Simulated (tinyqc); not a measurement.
Inside a calculation. Method: tight binding, dimerised chain. Computed by tinyqc, a small Python program that keeps every step. Settings: t1 = 2.13, t2 = 1.42, delta = 0.56, points = 6, cells = 4. Command: `OMP_NUM_THREADS=1 python tinyqc.py 27785 27786 out.jsonl` (the two numbers bound the seeds that draw the settings). One thread of a shared host (Intel(R) Xeon(R) Processor @ 2.60GHz), about 0.01 s of CPU time with the checks.

## Bloch Hamiltonian at k

Parameters chosen for this model:
```
parameter     value                      unit
t1         2.130000       eV, inside the cell
t2         1.420000         eV, between cells
delta      0.560000  eV, +/- on the two sites
```

k point k (2 pi / a): [0.170000]

H_AA = +delta, H_BB = -delta, H_AB = -t1 - t2 exp(-i k a).

H(k) at k (eV), order A, B:
```
[[0.560000, -2.814090+1.244355i],
 [-2.814090-1.244355i, -0.560000]]
```

## Levels at k

Diagonalise the Hermitian matrix.

eigenvalues (eV): [-3.127479, 3.127479]

weights |c|^2 of the basis functions, order A, B:
```
[[0.410471, 0.589529],
 [0.589529, 0.410471]]
```

## Bloch Hamiltonian at X

k point X (2 pi / a): [0.500000]

As before.

H(k) at X (eV), order A, B:
```
[[0.560000, -0.710000],
 [-0.710000, -0.560000]]
```

## Levels at X

As before.

eigenvalues (eV): [-0.904268, 0.904268]

weights |c|^2 of the basis functions, order A, B:
```
[[0.190357, 0.809643],
 [0.809643, 0.190357]]
```

## Bands along a path

The same steps at evenly spaced points between the labelled ones.

Bands along the path (eV):
```
k            band 1    band 2
G         -3.593898  3.593898
G-X 0.25  -3.338312  3.338312
G-X 0.50  -2.620477  2.620477
G-X 0.75  -1.609183  1.609183
X         -0.904268  0.904268
```

With 1 band(s) filled, the highest filled level on these points lies at X and the lowest empty one at X: a gap of 1.8085 eV, direct.

## Berry (Zak) phase of the lower band

On 6 points k_j = j/N: phase = -Im ln of the product of <u_j|u_(j+1)>, closed with u_N = u_0 (the cell-periodic part is taken without the site positions). Single arguments depend on the phases chosen for the u_j; only their sum modulo 2 pi does not.

Overlaps:
```
j  |<u_j|u_j+1>|  argument (rad)
0       0.979723       -0.169737
1       0.987504       -0.116802
2       0.934269        0.183738
3       0.934269        0.183738
4       0.987504       -0.116802
5       0.979723       -0.169737
```

phase / pi, folded into (-1, 1] = 0.065445

## Open chain of 4 cells

H of the open chain (eV):
```
[[0.560000, -2.130000, 0.000000, 0.000000, 0.000000, 0.000000, 0.000000, 0.000000],
 [-2.130000, -0.560000, -1.420000, 0.000000, 0.000000, 0.000000, 0.000000, 0.000000],
 [0.000000, -1.420000, 0.560000, -2.130000, 0.000000, 0.000000, 0.000000, 0.000000],
 [0.000000, 0.000000, -2.130000, -0.560000, -1.420000, 0.000000, 0.000000, 0.000000],
 [0.000000, 0.000000, 0.000000, -1.420000, 0.560000, -2.130000, 0.000000, 0.000000],
 [0.000000, 0.000000, 0.000000, 0.000000, -2.130000, -0.560000, -1.420000, 0.000000],
 [0.000000, 0.000000, 0.000000, 0.000000, 0.000000, -1.420000, 0.560000, -2.130000],
 [0.000000, 0.000000, 0.000000, 0.000000, 0.000000, 0.000000, -2.130000, -0.560000]]
```

The same hoppings without the wrap-around bond.

levels (eV): [-3.400226, -2.851144, -2.051865, -1.245187, 1.245187, 2.051865, 2.851144, 3.400226]

weights of the highest filled level on the sites: [0.083239, 0.059788, 0.099088, 0.184720, 0.070113, 0.261057, 0.022693, 0.219301]

The bulk gap runs from -0.9043 to 0.9043 eV; no level of this chain lies inside it.
